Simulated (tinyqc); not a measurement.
Inside a calculation. Model: equilibrium crystal shape, supported particles, Gibbs-Thomson effect and coarsening. Computed by tinyqc, a small Python program that keeps every step. Command: `OMP_NUM_THREADS=1 python tinyqc.py 3004955 3004956 out.jsonl wulff walk`. One thread of a shared host (Intel(R) Xeon(R) Processor @ 2.30GHz), about 0.04 s of CPU time with the checks. Intermediate numbers are printed to about 6 digits and carried at full precision; extremes and crossings named in words are read from the listed rows.

A cubic crystal bounded by {100}, {110} and {111} facets only.

Inputs (values chosen for the exercise, modelled on germanium):

| quantity | value | unit |
|---|---|---|
| atomic volume Omega | 22.64 | angstrom^3 |
| atoms in the particle N | 320 | - |
| work of adhesion W_a | 1.3 | J/m^2 |
| temperature T | 850 | K |
| precipitate interface energy gamma_i | 0.039 | J/m^2 |
| solubility x_inf at a flat interface | 0.012 | - |
| diffusivity D | 5.7e-17 | m^2/s |
| mean radius at the start r0 | 11 | nm |
| time t | 90000 | s |

Surface energies: given.

surface energies gamma(100), gamma(110), gamma(111) (J/m^2): 1.08  1.24  1.07

Constants: e = 1.602176634e-19 C; k_B = 8.617333262e-05 eV/K; k_B = 1.380649e-23 J/K.

## Surface energies

The energies and Omega are given.

gamma (J/m^2): (100) 1.08, (110) 1.24, (111) 1.07

Omega = 22.64 angstrom^3

## The Wulff shape

Wulff construction: the facet planes lie at distances lambda gamma from the centre, and the shape is the region inside all of them; V = (1/3) sum of area x distance. gamma_mean = sum A gamma / sum A; shape factor eta = A/V^(2/3) (4.836 for a sphere). lambda follows from V = N Omega.

area fractions: {100} 0.381127, {110} 0.075525, {111} 0.543349

gamma_mean = 1.08665 J/m^2

shape factor eta = 5.17682

distances of the planes from the centre (nm): {100} 1.11447, {110} 1.27957, {111} 1.10415

surface energy per atom = 0.410813 eV

Present: {100}, {110}, {111}. Caution: below a few thousand atoms edges and corners add to the energy and facets hold few atoms.

## Chemical potential of the particle

For the Wulff shape mu - mu(bulk) = 2 Omega gamma/h, with gamma and h = lambda gamma the energy and distance of any one facet plane, here (111); the vapour pressure rises by exp[(mu - mu(bulk))/(k_B T)].

mu - mu(bulk) = 273.875 meV

pressure ratio = 42.0578

This is 2/3 of the surface energy per atom (0.6667), since the total surface energy goes as N^(2/3).

## The particle on a substrate

Winterbottom: the particle sits on its largest facet family, {111}, with energy gamma_f; the substrate plane cuts the shape at the distance lambda (gamma_f - W_a) below the centre. Height over that of the free particle at the same lambda = (2 gamma_f - W_a)/(2 gamma_f). An isotropic particle with gamma_mean has cos(theta) = W_a/gamma_mean - 1 (Young-Dupre); a film dewets into particles whenever W_a < 2 gamma.

relative height = 0.392523

contact angle theta = 78.6772 degrees

W_a exceeds gamma_f: the cut passes above the centre and less than half of the shape shows.

## Gibbs-Thomson solubility and coarsening

Spherical precipitates of nearly pure solute with atomic volume Omega: x(r) = x_inf exp(l/r), l = 2 gamma_i Omega/(k_B T). Diffusion-limited coarsening at small volume fraction (Lifshitz-Slyozov-Wagner): r^3 = r0^3 + K t, K = (4/9) D x_inf l; the number density falls as (r0/r)^3. The steady size distribution is assumed from the start, and D and x_inf are inputs that do not follow T.

capillary length l = 0.150477 nm

x(r0)/x_inf = 1.01377

rate constant K = 0.0457449 nm^3/s

mean radius at t = 17.5960 nm

number density over its start = 0.244308

The time to double the radius is 7 r0^3/K = 200000 s; t is 0.44 times that.

## Shape against the ratio gamma(100)/gamma(111)

Wulff construction: the facet planes lie at distances lambda gamma from the centre, and the shape is the region inside all of them; V = (1/3) sum of area x distance. gamma_mean = sum A gamma / sum A; shape factor eta = A/V^(2/3) (4.836 for a sphere). gamma(110)/gamma(111) is held at the value of this crystal.

Area fractions:

| gamma(100)/gamma(111) | {100} | {110} | {111} | eta |
|---|---|---|---|---|
| 0.550 | 1.00000 | 0.000000 | 0.000000 | 6.00000 |
| 0.606 | 0.99417 | 0.000000 | 0.005832 | 5.97639 |
| 0.727 | 0.88026 | 0.000000 | 0.119736 | 5.66570 |
| 0.858 | 0.64037 | 0.017422 | 0.342204 | 5.33029 |
| 1.010 | 0.38024 | 0.075750 | 0.544014 | 5.17668 |
| 1.130 | 0.24174 | 0.114624 | 0.643634 | 5.19180 |
| 1.310 | 0.10431 | 0.167713 | 0.727972 | 5.29466 |
| 1.750 | 0.00000 | 0.250541 | 0.749459 | 5.45551 |

{100} holds 100 % of the area in the first row and 0 % in the last; without {110} the limits are a cube below 1/sqrt(3) = 0.577 and an octahedron above sqrt(3) = 1.732. The roundest shape among these rows (eta = 5.177) is at the ratio 1.01; {110} shows in 5 rows.

Checks made by the program: volume against one third of area times distance (relative difference below 1e-10).
